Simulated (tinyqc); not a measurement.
# Worked calculation: frequency dispersion of an accumulation capacitance by border traps, distributed model

Computed by the program tinyqc: `OMP_NUM_THREADS=1 python tinyqc.py 2202168 2202169 out.jsonl`, one thread of a shared Intel Xeon 2.30GHz, about 0.4 s for the whole run. Printed values are rounded.

Traps spread evenly through the insulator exchange electrons with the semiconductor by tunnelling, with tau(x) = t0 exp(2 ka x) at depth x from the interface. The admittance per area Y seen at depth x obeys dY/dx = -Y^2/(i w eps0 eox) + q Nb ln(1 + i w tau)/tau, with Y(0) = i w Cs and w = 2 pi f; the gate sees Y(tox) = G + i w C. Working variable y = Y/(i w), in uF/cm^2. Cox = eps0 eox/tox.

Values chosen for this exercise; permittivity close to that of zirconium oxide: relative permittivity of the insulator eox = 22.4; insulator thickness tox = 3.8 nm; semiconductor capacitance in accumulation Cs = 5.2 uF/cm^2; density of border traps Nb = 3.5e19 cm^-3 eV^-1; decay constant of the wave function in the insulator ka = 5.1 1/nm; time constant of a trap at the interface t0 = 3e-10 s; frequency f = 1e6 Hz; depth down to which the steps are taken xe = 1.1 nm.

Constants: q = 1.602176634e-19 C, eps0 = 8.8541878128e-14 F/cm where lengths are in cm. Results are converted to the units shown.

## Scales and lumped estimate

Cox; trap-free value 1/(1/Cox + 1/Cs); response depth d = ln(1/(w t0))/(2 ka), where w tau = 1; lumped estimate: all traps within d act as C_bt = q Nb d placed at d/2, so C = 1/{1/[1/(1/Cs + d/(2 eps0 eox)) + C_bt] + (tox - d/2)/(eps0 eox)}.

Cox = 5.219311 uF/cm^2
trap-free C = 2.604819 uF/cm^2
d = 0.6150834 nm
C_bt = 0.3449153 uF/cm^2
lumped C = 2.702670 uF/cm^2

The traps within reach amount to 0.0663 Cs and lie in the first 16.2 % of the insulator.

## Midpoint steps through the active depth

In terms of y: dy/dx = -y^2/(eps0 eox) + s(x), s = q Nb ln(1 + z)/z, z = i w tau. 10 midpoint steps of h = xe/10: y_half = y + (h/2) y'(x, y), y(new) = y + h y'(x + h/2, y_half).

```
point,x (nm),s (uF/(cm^2 nm)),y (uF/cm^2)
0,0,0.5607612-0.0005285i,5.200000+0.000000i
1,0.11,0.5607556-0.0016230i,5.114250-0.000100i
2,0.22,0.5607028-0.0049835i,5.033223-0.000403i
3,0.33,0.5602057-0.0152840i,4.956575-0.001326i
4,0.44,0.5555947-0.0463586i,4.883858-0.004147i
5,0.55,0.5178537-0.1280506i,4.813486-0.012484i
6,0.66,0.3570869-0.2221506i,4.737072-0.031826i
7,0.77,0.1579489-0.1848833i,4.642112-0.053627i
8,0.88,0.0565523-0.1016997i,4.535771-0.066019i
9,0.99,0.0189676-0.0468310i,4.428010-0.070246i
10,1.1,0.0062351-0.0197225i,4.323093-0.070167i
```

## Capacitance and conductance at the gate

y at xe = 4.323093-0.070167i uF/cm^2

Beyond xe the traps are ignored, so 1/y(tox) = 1/y(xe) + (tox - xe)/(eps0 eox); C = Re y, G/w = -Im y, loss tangent G/(w C).

y at the gate = 2.721626-0.027805i uF/cm^2
C = 2.721626 uF/cm^2
G/w = 0.02780540 uF/cm^2
loss tangent = 0.01021647

A fine integration over the whole insulator gives C = 2.7220 and G/w = 0.02875 uF/cm^2; the coarse G/w is 3.3 % below that. The fine C is 4.5 % above the trap-free value, and the lumped estimate is 0.71 % below the fine result.
